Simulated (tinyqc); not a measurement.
Input admittance of a MOSFET at zero drain bias: distributed channel and distributed gate: two steps of the calculation.

Source and drain grounded, strong inversion, w = 2 pi f, Cox = eps0 eox/tox. The channel is an RC line of resistance 1/(mu Cox Vo) per square fed from both ends, so one finger has the intrinsic admittance y = i w Cox L tanh(g)/g per width, g = (1/2) sqrt(i w tau), tau = L^2/(mu Vo). The vertical resistance rv/L is in series with y, the overlaps 2 i w Cov in parallel: y_t = 1/(1/y + rv/L) + 2 i w Cov. The gate strip is a line of Rsh/L per length loaded by y_t, so a finger has Y = y_t Wf tanh(k)/k, k = (Wf/sd) sqrt(y_t Rsh/L); the device has Nf Y.

Values chosen for this exercise; values of the order met in silicon radio-frequency transistors: relative permittivity of the gate insulator (close to aluminium oxide) eox = 8.73; insulator thickness tox = 11 nm; channel length L = 0.8 um; finger width Wf = 1.6 um; number of fingers Nf = 64; channel mobility mu = 410 cm^2/(V s); gate overdrive Vo = 0.3 V; sheet resistance of the gate Rsh = 21 ohm/square; vertical resistivity of the gate stack rv = 7.7 ohm um^2; number of ends at which a finger is contacted sd = 2; overlap and fringe capacitance on each side Cov = 0.2 fF/um; frequency f = 1.4 GHz.

Constants: eps0 = 8.8541878128e-14 F/cm where lengths are in cm. Results are converted to the units shown.

Task 1. Low-frequency resistances and capacitance. Low-frequency limits, with c = Cox L and ct = c + 2 Cov: R_strip = Rsh Wf/(3 sd^2 L Nf), R_ch = (c/ct)^2 L/(12 mu Cox Vo Wf Nf), R_vert = (c/ct)^2 rv/(L Wf Nf), C = ct Wf Nf.

Give: parts; sum; C; 1/(2 pi R C).

Result 1.

parts (ohm): strip 0.054688, channel 6.5649, vertical 0.081921
sum = 6.7015 ohm
C = 616.61 fF
1/(2 pi R C) = 38.515 GHz

The channel term is the largest, 98.0 % of the sum.

Task 2. Admittance of the channel and stack per width. tau, g, c = Cox L, y and y_t as defined.

Give: tau; g; c; y; y_t.

Result 2.

tau = 52.03 ps
g = 0.2392+0.2392i
c = 5.622 fF/um
y = 1.88+49.36i uS/um
y_t = 1.91+52.88i uS/um

w tau = 0.458, and Im y is 0.998 of w c.

Program tinyqc, `OMP_NUM_THREADS=1 python tinyqc.py 2262096 2262097 out.jsonl`; Intel Xeon 2.30GHz, shared host, one thread, about 0.01 s.
